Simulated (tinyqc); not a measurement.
Changing the pulse time t: atomic layer deposition: Langmuir saturation, growth per cycle and coating of deep features. Computed by tinyqc, a small Python program. Command: `OMP_NUM_THREADS=1 python tinyqc.py 3030954 3030955 out.jsonl ald sweep`. One thread of a shared host (Intel(R) Xeon(R) Processor @ 2.30GHz), about 0.05 s of CPU time with the checks.

Precursor A sticks only on free sites, so a long enough pulse saturates; co-reactant B then frees the sites again.

Inputs (values chosen for the exercise, modelled on hafnium oxide from an amide and water):

| quantity | value | unit |
|---|---|---|
| precursor mass M | 411 | u |
| site density q | 3 | 1/nm^2 |
| growth per cycle at saturation G | 0.99 | angstrom |
| sticking probability beta on free sites | 0.061 | - |
| precursor pressure p | 0.62 | Pa |
| temperature T | 200 | C |
| co-reactant completion per pulse c_B | 0.999 | - |
| desorption energy E_d | 1.4 | eV |
| purge time t_p | 7 | s |
| aspect ratio a | 92 | - |

Feature: long trench.

Constants: u = 1.6605390666e-27 kg; k_B = 1.380649e-23 J/K; k_B = 8.617333262e-05 eV/K.

Method:
- Wall flux F = p/sqrt(2 pi M k_B T); rate of filling k_a = beta F/q; desorption k_d = 1e13 exp(-E_d/(k_B T)) per second. 1/m^2 = 1e-18/nm^2.
- Temperatures in kelvin are T(C) + 273.15.
- One cycle from coverage th0: pulse A gives th1 = th_s + (th0 - th_s) exp(-(k_a + k_d) t), th_s = k_a/(k_a + k_d); the purge leaves th2 = th1 exp(-k_d t_p); pulse B converts c_B th2 into film and leaves th3 = (1 - c_B) th2. Growth = G c_B th2.
- The periodic state has th0 = th3: th0 = (1 - c_B) e_p th_s (1 - e_a)/(1 - (1 - c_B) e_p e_a), with e_a = exp(-(k_a + k_d) t), e_p = exp(-k_d t_p).
- Share of impinging molecules used = q (th1 - th0)/(F t).
- Diffusion-limited filling (Gordon) of a long trench of width w, hydraulic diameter 2w, so that a is replaced by a/2 in the hole formula: t = (q/F)(1 + 19a/8 + 3a^2/8). Reaction-limited filling needs ln(100)/k_a at any depth, k_a = beta F/q. Flow is molecular. The front picture holds when the modulus (a/2) sqrt(beta) is well above 1.
- Depth reached by the given pulse: solve the same formula for a. Exposure = p x diffusion-limited time; 1 langmuir = 1.33322e-4 Pa s.

One run for each value:

| pulse time t (s) | growth per cycle (angstrom) | share of impinging molecules used | aspect ratio reached by the front in time t |
|---|---|---|---|
| 9.50e-05 | 0.00648 | 0.060782 | 0.000 |
| 2.40e-04 | 0.01628 | 0.060451 | 0.000 |
| 5.90e-04 | 0.03949 | 0.059662 | 0.000 |
| 1.50e-03 | 0.09706 | 0.057674 | 0.341 |
| 3.60e-03 | 0.21575 | 0.053416 | 1.217 |
| 9.00e-03 | 0.44711 | 0.044278 | 2.916 |
| 2.20e-02 | 0.73474 | 0.029767 | 5.767 |
| 5.50e-02 | 0.89325 | 0.014475 | 10.562 |
| 1.40e-01 | 0.90762 | 0.005778 | 18.475 |
| 3.40e-01 | 0.90764 | 0.002379 | 30.403 |

What does the table show, and why?

Over the rows, growth per cycle (angstrom) rises from 0.00648 to 0.908; share of impinging molecules used falls from 0.0608 to 0.00238 (exponent d ln y / d ln x -0.0059 between the first rows and -1.00 between the last); aspect ratio reached by the front in time t rises from 0 to 30.4, flat over part of the range. At the high end the exponent of growth per cycle is 0.00, close to 0: self-limiting growth. At the low end the exponent of growth per cycle is 0.99, close to 1: far from saturation. At the high end the exponent of share of impinging molecules used is -1.00, close to -1: after saturation more gas is wasted. At the low end the exponent of share of impinging molecules used is -0.01, close to 0: every molecule still finds free sites. Growth saturates once k_a t passes a few units, since A sticks only on free sites; longer pulses then serve only depth.

Caution (rows 9.50e-5, 2.40e-4, 5.90e-4, 0.00150, 0.00360): common pulse valves need about 10 ms, so a pulse this short is formal. Caution (rows 9.50e-5, 2.40e-4, 5.90e-4, 0.00150, 0.00360, 0.00900, 0.0220, 0.0550): the pulse is shorter than ln(100)/k_a, so even the open surface is not saturated and the depth reached has no meaning. Caution (rows 9.50e-5, 2.40e-4, 5.90e-4, 0.00150, 0.00360, 0.00900, 0.0220, 0.0550): the depth reached is formal here: it is under 4/sqrt(beta), so no sharp front has formed.
